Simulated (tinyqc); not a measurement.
# Level and width from two currents at zero temperature

Problem. In a resonant-tunnelling diode at zero temperature a sharp resonance at Er = E0 - alpha V between the emitter band edge and Ef carries J = K (pi/2) G Tp (Ef - Er), K = q^3 mw m0/(2 pi^2 hbar^3) (times 1e-4 for A/cm^2 per eV^2), with G its full width and Tp its peak transmission, G Tp taken as constant, and no back flow. Find G Tp and E0.

Parameters, values chosen for the exercise; masses and offsets close to those of InGaAs wells and InAlAs barriers:
```
symbol,value,unit,meaning
mw,0.042,m0,"mass in the well, spacer and contacts"
Ef,0.054,eV,Fermi energy of both contacts above their band edges
alpha,0.42,,share of the bias at the well
```

Constants: q = 1.602176634e-19 C, hbar = 1.054571817e-34 J s, m0 = 9.1093837015e-31 kg. Results are converted to the units shown.

J at V = 0.19 and 0.27 V (kA/cm^2): 34.267469  131.84264

Answer. J is linear in V: the slope gives G Tp, and the onset V0, where the line meets zero, gives E0 = Ef + alpha V0.

G Tp = 2.720 meV
E0 = 0.1220 eV

tinyqc, about 0.4 s, one thread, Intel Xeon 2.30GHz (shared host): `OMP_NUM_THREADS=1 python tinyqc.py 2600106 2600107 out.jsonl`
